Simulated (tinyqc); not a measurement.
Buckled dimers of a reconstructed (001) surface, two dangling bonds a dimer: one step. The bands on the mesh. Five cases, with inputs chosen for the exercise.

Problem. Both levels at each k_j for the trial z, and W(z).

In a dimer one atom moves up by z and the other down by z; the dangling bond of the up atom (more s-like) falls by gm z and that of the down atom rises by gm z. With all dimers tilted alike: H(k) = [[-gm z - 2 ta cos k, -tp - 2 tx cos k], [., gm z - 2 ta cos k]], k along the row in 1/a. Two electrons a dimer fill the lowest N of the 2N levels on the mesh k_j = (j + 1/2) pi/N. Total energy a dimer: W(z) = (2/N) sum of the filled levels + kf z^2. Repulsion between electrons is left out.

Case 1.

Values chosen (of the size met on Si(001); shifted at random, so the results belong to these values and not to a real crystal): tp = 0.15 eV (pi coupling inside a dimer); ta = 0.13 eV (coupling between like atoms along the row); tx = 0.03 eV (diagonal coupling along the row); gm = 1.97 eV/angstrom (shift of a dangling bond with height); kf = 7.7 eV/angstrom^2 (force constant of buckling); z = 0.2 angstrom (a trial buckling); N = 16 (k points).

Case 2.

Values chosen (of the size met on Si(001); shifted at random, so the results belong to these values and not to a real crystal): tp = 0.15 eV (pi coupling inside a dimer); ta = 0.1 eV (coupling between like atoms along the row); tx = 0.06 eV (diagonal coupling along the row); gm = 2.37 eV/angstrom (shift of a dangling bond with height); kf = 10.8 eV/angstrom^2 (force constant of buckling); z = 0.18 angstrom (a trial buckling); N = 16 (k points).

Case 3.

Values chosen (of the size met on Ge(001); shifted at random, so the results belong to these values and not to a real crystal): tp = 0.21 eV (pi coupling inside a dimer); ta = 0.12 eV (coupling between like atoms along the row); tx = 0.06 eV (diagonal coupling along the row); gm = 1.77 eV/angstrom (shift of a dangling bond with height); kf = 5.9 eV/angstrom^2 (force constant of buckling); z = 0.27 angstrom (a trial buckling); N = 16 (k points).

Case 4.

Values chosen (of the size met on diamond (001); shifted at random, so the results belong to these values and not to a real crystal): tp = 0.93 eV (pi coupling inside a dimer); ta = 0.13 eV (coupling between like atoms along the row); tx = 0.07 eV (diagonal coupling along the row); gm = 1.99 eV/angstrom (shift of a dangling bond with height); kf = 10.3 eV/angstrom^2 (force constant of buckling); z = 0.08 angstrom (a trial buckling); N = 12 (k points).

Case 5.

Values chosen (of the size met on Si(001); shifted at random, so the results belong to these values and not to a real crystal): tp = 0.38 eV (pi coupling inside a dimer); ta = 0.19 eV (coupling between like atoms along the row); tx = 0.08 eV (diagonal coupling along the row); gm = 2.04 eV/angstrom (shift of a dangling bond with height); kf = 5.2 eV/angstrom^2 (force constant of buckling); z = 0.14 angstrom (a trial buckling); N = 16 (k points).

Give: a table of j, k (pi/a), lower, upper; band energy; elastic energy; W.

Solution.

Case 1.

Levels (eV):

| j | k (pi/a) | lower | upper |
|---|---|---|---|
| 0 | 0.0312 | -0.7051 | 0.1876 |
| 1 | 0.0938 | -0.6941 | 0.1965 |
| 2 | 0.1562 | -0.6725 | 0.2139 |
| 3 | 0.2188 | -0.6412 | 0.2392 |
| 4 | 0.2812 | -0.6015 | 0.2716 |
| 5 | 0.3438 | -0.5550 | 0.3099 |
| 6 | 0.4062 | -0.5036 | 0.3526 |
| 7 | 0.4688 | -0.4492 | 0.3982 |
| 8 | 0.5312 | -0.3940 | 0.4450 |
| 9 | 0.5938 | -0.3402 | 0.4912 |
| 10 | 0.6562 | -0.2898 | 0.5349 |
| 11 | 0.7188 | -0.2446 | 0.5745 |
| 12 | 0.7812 | -0.2064 | 0.6084 |
| 13 | 0.8438 | -0.1765 | 0.6351 |
| 14 | 0.9062 | -0.1559 | 0.6535 |
| 15 | 0.9688 | -0.1455 | 0.6630 |

band energy = -0.8469 eV
elastic energy = 0.3080 eV
W = -0.5389 eV

Case 2.

Levels (eV):

| j | k (pi/a) | lower | upper |
|---|---|---|---|
| 0 | 0.0312 | -0.7036 | 0.3055 |
| 1 | 0.0938 | -0.6935 | 0.3107 |
| 2 | 0.1562 | -0.6738 | 0.3210 |
| 3 | 0.2188 | -0.6454 | 0.3362 |
| 4 | 0.2812 | -0.6097 | 0.3559 |
| 5 | 0.3438 | -0.5683 | 0.3797 |
| 6 | 0.4062 | -0.5230 | 0.4069 |
| 7 | 0.4688 | -0.4758 | 0.4366 |
| 8 | 0.5312 | -0.4288 | 0.4680 |
| 9 | 0.5938 | -0.3838 | 0.4999 |
| 10 | 0.6562 | -0.3424 | 0.5310 |
| 11 | 0.7188 | -0.3061 | 0.5598 |
| 12 | 0.7812 | -0.2758 | 0.5850 |
| 13 | 0.8438 | -0.2525 | 0.6053 |
| 14 | 0.9062 | -0.2367 | 0.6194 |
| 15 | 0.9688 | -0.2287 | 0.6267 |

band energy = -0.9185 eV
elastic energy = 0.3499 eV
W = -0.5686 eV

Case 3.

Levels (eV):

| j | k (pi/a) | lower | upper |
|---|---|---|---|
| 0 | 0.0312 | -0.8193 | 0.3416 |
| 1 | 0.0938 | -0.8075 | 0.3482 |
| 2 | 0.1562 | -0.7845 | 0.3612 |
| 3 | 0.2188 | -0.7513 | 0.3802 |
| 4 | 0.2812 | -0.7093 | 0.4048 |
| 5 | 0.3438 | -0.6604 | 0.4341 |
| 6 | 0.4062 | -0.6066 | 0.4673 |
| 7 | 0.4688 | -0.5504 | 0.5033 |
| 8 | 0.5312 | -0.4939 | 0.5409 |
| 9 | 0.5938 | -0.4393 | 0.5787 |
| 10 | 0.6562 | -0.3888 | 0.6151 |
| 11 | 0.7188 | -0.3440 | 0.6486 |
| 12 | 0.7812 | -0.3065 | 0.6776 |
| 13 | 0.8438 | -0.2775 | 0.7008 |
| 14 | 0.9062 | -0.2576 | 0.7169 |
| 15 | 0.9688 | -0.2476 | 0.7253 |

band energy = -1.0555 eV
elastic energy = 0.4301 eV
W = -0.6254 eV

Case 4.

Levels (eV):

| j | k (pi/a) | lower | upper |
|---|---|---|---|
| 0 | 0.0417 | -1.3384 | 0.8228 |
| 1 | 0.1250 | -1.3114 | 0.8310 |
| 2 | 0.2083 | -1.2594 | 0.8469 |
| 3 | 0.2917 | -1.1859 | 0.8694 |
| 4 | 0.3750 | -1.0959 | 0.8969 |
| 5 | 0.4583 | -0.9955 | 0.9276 |
| 6 | 0.5417 | -0.8916 | 0.9595 |
| 7 | 0.6250 | -0.7913 | 0.9903 |
| 8 | 0.7083 | -0.7014 | 1.0179 |
| 9 | 0.7917 | -0.6280 | 1.0405 |
| 10 | 0.8750 | -0.5761 | 1.0565 |
| 11 | 0.9583 | -0.5493 | 1.0648 |

band energy = -1.8874 eV
elastic energy = 0.0659 eV
W = -1.8214 eV

Case 5.

Levels (eV):

| j | k (pi/a) | lower | upper |
|---|---|---|---|
| 0 | 0.0312 | -0.9884 | 0.2320 |
| 1 | 0.0938 | -0.9684 | 0.2412 |
| 2 | 0.1562 | -0.9294 | 0.2591 |
| 3 | 0.2188 | -0.8728 | 0.2853 |
| 4 | 0.2812 | -0.8009 | 0.3188 |
| 5 | 0.3438 | -0.7167 | 0.3584 |
| 6 | 0.4062 | -0.6236 | 0.4029 |
| 7 | 0.4688 | -0.5252 | 0.4507 |
| 8 | 0.5312 | -0.4257 | 0.5002 |
| 9 | 0.5938 | -0.3288 | 0.5494 |
| 10 | 0.6562 | -0.2384 | 0.5967 |
| 11 | 0.7188 | -0.1578 | 0.6400 |
| 12 | 0.7812 | -0.0900 | 0.6775 |
| 13 | 0.8438 | -0.0372 | 0.7075 |
| 14 | 0.9062 | -0.0011 | 0.7284 |
| 15 | 0.9688 | 0.0172 | 0.7392 |

band energy = -0.9609 eV
elastic energy = 0.1019 eV
W = -0.8590 eV

The lower band is full and the upper empty.

Computed by tinyqc, one run a case: `OMP_NUM_THREADS=1 python tinyqc.py N N+1 out.jsonl` with N = 1450821, 1451006, 1452129, 1452158, 1452208; one thread of a shared Intel(R) Xeon(R) Processor @ 2.30GHz, about 0.03 s a run at most.
